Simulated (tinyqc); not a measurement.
Plane-wave Kohn-Sham cycle with exchange-only LDA in a layered model solid, step by step. One step of it, computed by the program tinyqc.

Task: Iteration 2: levels at that k. Diagonalise the Hermitian matrix.

H (hartree), lower triangle:
```
           -2         -1         +0         +1        +2
-2   1.494652
-1  -0.137416   0.135203
+0  -0.000072  -0.137416  -0.317947
+1   0.000094  -0.000072  -0.137416   0.135203
+2   0.000008   0.000094  -0.000072  -0.137416  1.494652
```

Give: eigenvalues.

Result:

eigenvalues (hartree): -0.3911  0.1215  0.1944  1.5084  1.5086
